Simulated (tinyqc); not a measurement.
## Schottky barrier on an n-type semiconductor, non-linear Poisson equation by Newton steps: Capacitance-voltage profiling

One dimension, metal at x = 0, donor density C(x) = Nd, uniform. Energies are counted from the electron Fermi level of the semiconductor and the conduction-band edge is Ec = -psi, so n = Nc exp(psi/Vt); holes follow the Fermi level of the metal, at -V, so p = Nv exp((V - psi - Eg)/Vt). Ends: psi(0) = V - phiB and psi = Vt ln(Nd/Nc) deep inside. Boltzmann statistics, full ionisation, no current, no image force in the Poisson equation.

The Poisson equation d/dx(eps0 eps_r dpsi/dx) = -q (p - n + C) is solved on a mesh of about 1000 nodes or more that ends in neutral material. C_s = q d/dV of the integral of n over x, from the linearised equation. Probed depth w = eps0 eps_r/C_s; apparent doping N_app = C_s^3/(q eps0 eps_r dC_s/dV), the derivative by central differences over +/- 0.02 V.

Values chosen for this exercise; band and dielectric values those of a made-up semiconductor:

| symbol | value | unit | meaning |
|---|---|---|---|
| T | 300 | K | temperature |
| Eg | 1.29 | eV | band gap |
| eps_r | 12.5 |  | relative permittivity |
| Nc | 2.85e19 | cm^-3 | conduction-band density of states at T |
| Nv | 2.88e19 | cm^-3 | valence-band density of states at T |
| Nd | 1.1e18 | cm^-3 | donor density deep in the semiconductor |
| phiB | 0.83 | eV | barrier height |

Constants: q = 1.602176634e-19 C, kB = 1.380649e-23 J/K, Vt = kB T/q, eps0 = 8.8541878128e-14 F/cm where lengths are in cm. Results are converted to the units shown.

The same in every row: true C(w) (cm^-3) = 1.100e18.

Capacitance-voltage profiling:
```
V (V),C_s (nF/cm^2),w (nm),N_app (cm^-3),|E_0| (kV/cm)
0,368.0,30.07,1.099e18,478.9
-0.29,310.7,35.62,1.100e18,567.2
-0.57,275.0,40.25,1.100e18,641.0
-0.86,248.4,44.55,1.100e18,709.4
-1.14,229.0,48.33,1.100e18,769.7
-1.43,213.0,51.97,1.100e18,827.5
-1.71,200.3,55.25,1.100e18,879.7
-2,189.4,58.45,1.100e18,930.7
```

Read the table: what changes, and by how much?

C_s falls from 368 to 189 nF/cm^2 while the probed depth goes from 30.1 to 58.4 nm. The apparent doping stays near 1.10e18 cm^-3. It departs most from the true doping at that depth for V = 0 V, where it is 0.048 % below it; so the doping is read well over the depths probed. For V = -1.14, -1.43, -1.71, -2 the field at the metal is high enough for tunnelling or breakdown, which would limit the profiling.

Numbers from tinyqc (`OMP_NUM_THREADS=1 python tinyqc.py 2020049 2020050 out.jsonl`; about 0.04 s on one thread of a shared Intel Xeon 2.30GHz).
